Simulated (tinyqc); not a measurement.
# Lossy on-chip transmission line with skin effect, step by step

tinyqc, about 0.01 s, one thread, Intel Xeon 2.30GHz (shared host): `OMP_NUM_THREADS=1 python tinyqc.py 2810141 2810142 out.jsonl` Printed values are rounded.

A uniform line in a homogeneous dielectric: c = sqrt(er)/(c0 Z0), l = Z0 sqrt(er)/c0 (c0 = 299792458 m/s), g = w c td, w = 2 pi f. The resistance joins its limits as r = sqrt(r_dc^2 + r_hf^2), with r_dc = rho/(wd th), r_hf = kr rho/(2 delta (wd + th)), delta = sqrt(rho/(pi f mu0)), mu0 = 4 pi 1e-7 H/m; this is an interpolation, and internal inductance, up to 0.05 nH/mm at low frequency, is neglected.

Parameters, values chosen for the exercise:
- wd = 1.1 um (width of the strip)
- th = 1.1 um (thickness of the strip)
- rho = 2 uohm cm (resistivity)
- er = 3.5 (relative permittivity)
- td = 0 (loss tangent)
- Z0 = 50 ohm (lossless impedance sqrt(l/c))
- kr = 2 (factor for crowding and the return path)
- len = 1.7 mm (length)
- Rg = 10 ohm (source resistance)
- RL = 50 ohm (load resistance)
- CL = 20 fF (load capacitance)
- f = 0.68 GHz (frequency)

## Line constants

delta, r_dc, r_hf, r, l, c and g as defined.

delta = 2.72948 um
r_dc = 16.5289 ohm/mm
r_hf = 3.33063 ohm/mm
r = 16.8612 ohm/mm
l = 0.312021 nH/mm
c = 124.808 pF/m
g = 0 S/m

r is 1.02 times r_dc; the skin depth is 2.48 of the thickness.

## Propagation constant and impedance

gamma = sqrt((r + i w l)(g + i w c)) = alpha + i beta, Zc = sqrt((r + i w l)/(g + i w c)), roots with positive real part; loss 8.685889638 alpha in dB; phase velocity w/beta.

gamma len = 0.109570+0.118575i
Zc = 130.802-120.868i ohm
loss = 0.559832 dB/mm
phase velocity over c0 = 0.204325
r/(w l) = 12.6478

r exceeds w l, so the line behaves mainly as an RC line at this frequency.

## Reflection, input impedance and transfer

ZL = 1/(1/RL + i w CL); reflection (ZL - Zc)/(ZL + Zc); Zin = Zc (ZL + Zc tanh(gamma len))/(Zc + ZL tanh(gamma len)); H = V_load/V_source = [Zin/(Zin + Rg)]/[cosh(gamma len) + (Zc/ZL) sinh(gamma len)].

ZL = 49.9991-0.2136i ohm
reflection at the load = -0.617073+0.254082i
Zin = 78.5740-1.7570i ohm
H = 0.563507-0.024095i
|H| = -4.97408 dB
